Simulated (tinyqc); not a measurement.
Stark shift: graded (staircase) quantum well by finite differences.

Finite differences on points z_i at the centres of cells of width h: H_ii = (c/h^2)(1/m_(i-1/2) + 1/m_(i+1/2)) + V_i, H_(i,i+1) = -(c/h^2)/m_(i+1/2), where m_(i+1/2) is the mean of the masses at the two points (the end values are repeated outwards), psi = 0 on the points beyond both ends, c = hbar^2/2m0. The field adds e F (z - z0) with z0 the middle of the structure; 1 kV/cm = 1e-5 eV/angstrom.

Constants: hbar^2/2m0 = 3.80998211 eV angstrom^2.

Values chosen for the exercise (out of a larger set: near those of an InGaAs well in InP; not measured data):
- layers = ((100, 0.258, 0.0809), (25, 0.115, 0.0581), (25, 0.029, 0.0444), (25, 0, 0.0398), (25, 0.029, 0.0444), (25, 0.115, 0.0581), (100, 0.258, 0.0809)) (each layer: thickness in angstrom, band edge in eV, mass in m0)
- hf = 1.5625 angstrom (cell width of the fine grid)
- Fs = (0, 8.33, 16.7, 25, 33.3, 41.7, 50) kV/cm (fields)

Fine grid. Perturbation theory: dE1 = e F z_11 - beta (e F)^2 with beta = sum_j z_1j^2/(E_j - E_1) over the 13 next levels at zero field, z from z0.

Levels against field:

| F (kV/cm) | E1 (eV) | E2 (eV) | dE1 (meV) | second order (meV) | <z - z0> (angstrom) | E2 - E1 (meV) |
|---|---|---|---|---|---|---|
| 0 | 0.0598 | 0.1814 | 0.00 | 0.00 | 0.0 | 121.7 |
| 8.33 | 0.0597 | 0.1814 | -0.04 | -0.04 | -0.9 | 121.6 |
| 25.0 | 0.0594 | 0.1807 | -0.36 | -0.36 | -2.8 | 121.3 |
| 33.3 | 0.0591 | 0.1802 | -0.63 | -0.63 | -3.8 | 121.0 |
| 41.7 | 0.0588 | 0.1794 | -0.99 | -0.99 | -4.8 | 120.6 |
| 50.0 | 0.0583 | 0.1784 | -1.43 | -1.42 | -5.7 | 120.1 |

Give the missing row, F (kV/cm) = 16.7.

Computed row:
```
F (kV/cm)  E1 (eV)  E2 (eV)  dE1 (meV)  second order (meV)  <z - z0> (angstrom)  E2 - E1 (meV)
16.7        0.0596   0.1811      -0.16               -0.16                 -1.9          121.5
```

z_11 = 0.00 angstrom
beta = 5691 angstrom^2/eV

At zero field the state is centred, so the shift starts as F^2; it turns linear only if the state is pulled to one side. At 50 kV/cm E1 has moved by -1.43 meV, where second order gives -1.42 meV; they differ by 0.2 % there. The electron moves by -5.7 angstrom, against the rise of the potential. From 50 kV/cm on E2 lies above the lowest point of the outer barrier, so it is a resonance or a state of the finite grid, held or pushed up by its ends. E2 - E1 shrinks with the field; the ends are 121.7 and 120.1 meV.

tinyqc: `OMP_NUM_THREADS=1 python tinyqc.py 1280722 1280723 out.jsonl`; about 0.01 s, one thread, shared Intel(R) Xeon(R) Processor @ 2.30GHz.
